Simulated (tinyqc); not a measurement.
## Thermal resistances of a two-die stack

Inverse problem. Heat leaves through the lower die only, and the system is linear. Find the resistance R1 from the lower die to the coolant, R2 between the dies, and the rise of the upper die when both are powered.

Parameters, values chosen for the exercise: power of the lower die P1 = 29 W; power of the upper die P2 = 21 W.

rises of the lower and upper die with only the lower one powered (K): [13.92, 13.92]
rises of the lower and upper die with only the upper one powered (K): [10.08, 16.17]

Answer. With only the lower die powered no heat crosses R2, so both dies rise by P1 R1; the difference in the second test is P2 R2; rises add.

R1 = 0.4800 K/W
R2 = 0.2900 K/W
rise of the upper die = 30.09 K

Computed by the program tinyqc: `OMP_NUM_THREADS=1 python tinyqc.py 2162230 2162231 out.jsonl`, one thread of a shared Intel Xeon 2.30GHz, about 0.04 s for the whole run.
